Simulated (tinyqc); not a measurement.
Polytypes by hexagonality, and a cubic inclusion as a quantum well, step by step. Values are carried at full precision from step to step, so a last printed digit may differ when a step is redone from the rounded ones.

A layer is h if its two neighbours in the periodic sequence sit on the same site, k otherwise; the hexagonality h is the share of h layers.

Constants: hbar^2/2m0 = 3.80998211 eV angstrom^2.

Parameters, chosen for this exercise (of the order of those of SiC; not measured data): E3 = 2.408 eV (gap of the cubic polytype); E2 = 3.312 eV (gap of 2H); Ev2 = 0.132 eV (valence top of 2H above that of 3C); P2 = -0.0483 C/m^2 (spontaneous polarisation of 2H); Es = 3.288 eV (gap at the hexagonality hs); hs = 0.5 (hexagonality up to which the first line holds); m = (0.307, 0.325) m0 (electron mass along c in the cubic layer and in the host); d = 2.527 angstrom (thickness of a double layer); eps = 10.2 (dielectric constant); N = 4 (double layers in the cubic inclusion).

## Hexagonality

Stacking sequences:

| polytype | sequence |
|---|---|
| 21R | ABCACBACABCBACBCABACB |
| 4H | ABCB |
| 6H | ABCACB |
| 9R | ABCBCACAB |
| 10H | ABCABCBACB |

Give the h/k string and h of each.

Hexagonality:

| polytype | h/k string | h |
|---|---|---|
| 21R | hkkhkkkhkkhkkkhkkhkkk | 0.2857 |
| 4H | hkhk | 0.5000 |
| 6H | hkkhkk | 0.3333 |
| 9R | hkhhkhhkh | 0.6667 |
| 10H | hkkkkhkkkk | 0.2000 |

## Gaps and band edges

Gap: E3 + (Es - E3) h/hs for h up to hs, then linear from Es to E2 at h = 1. Valence top Ev2 h and polarisation P2 h, both counted from 3C; Ec = Ev + gap.

Evaluate for each polytype.

Results:

| polytype | gap (eV) | Ev (eV) | Ec (eV) | P (C/m^2) |
|---|---|---|---|---|
| 21R | 2.9109 | 0.0377 | 2.9486 | -0.01380 |
| 4H | 3.2880 | 0.0660 | 3.3540 | -0.02415 |
| 6H | 2.9947 | 0.0440 | 3.0387 | -0.01610 |
| 9R | 3.2960 | 0.0880 | 3.3840 | -0.03220 |
| 10H | 2.7600 | 0.0264 | 2.7864 | -0.00966 |

The widest gap is that of 9R, the narrowest that of 10H. Ev and Ec both rise with h, so 3C collects electrons and the more hexagonal side holes: a staggered line-up.

## The bound level without the field

A cubic inclusion of width L = N d in the host (h = 0.5) is a well of depth V = Ec(host) - Ec(3C). Square well with mass mismatch: k tan(k L/2) = (m_w/m_b) q, k = sqrt(m_w E/c), q = sqrt(m_b (V - E)/c), c = hbar^2/2m0, lowest root. The depth of the level, V - E, is its binding, and the transition to the valence top of the host is gap(host) - (V - E). The step in polarisation gives a field |F| = |P|/(eps eps0) in a thin inclusion, eps0 = 8.8541878e-12 F/m.

Give V, L, the level E, its depth below the host conduction edge and the transition to the valence top of the host, gap(host) - (V - E).

V = 0.9460 eV
L = 10.108 angstrom
E above the bottom = 0.3738 eV
depth below the host edge = 0.5722 eV
transition = 2.7158 eV

The level keeps 60 % of the well depth. The transition lies above the gap of 3C itself (2.408 eV). At a few layers the effective-mass picture is only a guide.

## The polarisation field

Give |F|, the drop |F| L, the bound charge |P|/e per cm^2 (e = 1.602176634e-19 C), and, as a first estimate, the shift -|F| L/2 of the transition for an electron centred in the layer and a hole in the host on the high side.

|F| = 2.674 MV/cm
drop = 270.3 meV
bound charge = 1.51e+13 cm^-2
estimated shift = -135.1 meV

The drop is 29 % of the well depth. The host edge on the low side sinks by 135 meV against the centre, less than the 572 meV by which the flat well binds.

## Checks

- Square-well root against finite differences on a grid of 0.5 angstrom (eV): both 0.374.

(tinyqc, `OMP_NUM_THREADS=1 python tinyqc.py 1881111 1881112 out.jsonl`, Intel(R) Xeon(R) Processor @ 2.30GHz, 1 thread, shared host, about 0.04 s.)
